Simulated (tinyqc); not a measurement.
CIS on RHF in the 3-21g basis, for H2, spin multiplicity 1, step by step. One step of it, computed by the program tinyqc.

Question. Integrals over molecular orbitals. (pq|rs) = sum C_ip C_jq C_kr C_ls (ij|kl), one index at a time.

coefficients C:
```
            MO1        MO2        MO3        MO4
1H 1s  0.238959   0.160235   0.906734  -0.930100
1H 2s  0.388370   1.066977  -0.671457   1.091716
2H 1s  0.238959  -0.160235   0.906734   0.930100
2H 2s  0.388370  -1.066977  -0.671457  -1.091716
```

core Hamiltonian H = T + V (hartree), lower triangle:
```
           1H 1s      1H 2s      2H 1s      2H 2s
1H 1s  -0.652520
1H 2s  -0.799300  -0.853123
2H 1s  -0.319105  -0.494613  -0.652520
2H 2s  -0.494613  -0.675195  -0.799300  -0.853123
```

Two-electron integrals (ij|kl) in chemists' order, unique and non-zero (hartree):
```
(11|11) 1.140145   (21|11) 0.611403   (21|21) 0.345152   (22|11) 0.626370
(22|21) 0.380329   (22|22) 0.482957   (31|11) 0.117482   (31|21) 0.069023
(31|22) 0.080839   (31|31) 0.021540   (32|11) 0.186525   (32|21) 0.116374
(32|22) 0.155399   (32|31) 0.040120   (32|32) 0.092821   (33|11) 0.478516
(33|21) 0.305548   (33|22) 0.431479   (33|31) 0.117482   (33|32) 0.307908
(33|33) 1.140145   (41|11) 0.307908   (41|21) 0.175107   (41|22) 0.195360
(41|31) 0.040120   (41|32) 0.069376   (41|33) 0.186525   (41|41) 0.092821
(42|11) 0.379097   (42|21) 0.232936   (42|22) 0.304873   (42|31) 0.060298
(42|32) 0.127654   (42|33) 0.379097   (42|41) 0.127654   (42|42) 0.218843
(43|11) 0.305548   (43|21) 0.193898   (43|22) 0.271771   (43|31) 0.069023
(43|32) 0.175107   (43|33) 0.611403   (43|41) 0.116374   (43|42) 0.232936
(43|43) 0.345152   (44|11) 0.431479   (44|21) 0.271771   (44|22) 0.380859
(44|31) 0.080839   (44|32) 0.195360   (44|33) 0.626370   (44|41) 0.155399
(44|42) 0.304873   (44|43) 0.380329   (44|44) 0.482957
```

Give: one-electron integrals over orbitals h = C^T H C; Two-electron integrals over orbitals.

Answer.

one-electron integrals over orbitals h = C^T H C (hartree), lower triangle:
```
         1        2       3       4
1  -1.0523
2   0.0000  -0.6306
3  -0.1200   0.0000  0.1753
4   0.0000   0.1830  0.0000  0.2365
```

Two-electron integrals over orbitals (pq|rs), unique and non-zero (hartree):
```
(11|11) 0.5515    (21|21) 0.1228    (22|11) 0.4569    (22|22) 0.4262
(31|11) 0.1200    (31|22) 0.0761    (31|31) 0.0892    (32|21) 0.0272
(32|32) 0.0449    (33|11) 0.5170    (33|22) 0.4359    (33|31) 0.1240
(33|33) 0.5142    (41|21) -0.0777   (41|32) -0.0594   (41|41) 0.0983
(42|11) -0.1304   (42|22) -0.0791   (42|31) -0.0818   (42|33) -0.1308
(42|42) 0.0860    (43|21) -0.1397   (43|32) -0.0603   (43|41) 0.1247
(43|43) 0.2018    (44|11) 0.5542    (44|22) 0.4683    (44|31) 0.1602
(44|33) 0.5547    (44|42) -0.1590   (44|44) 0.6171
```
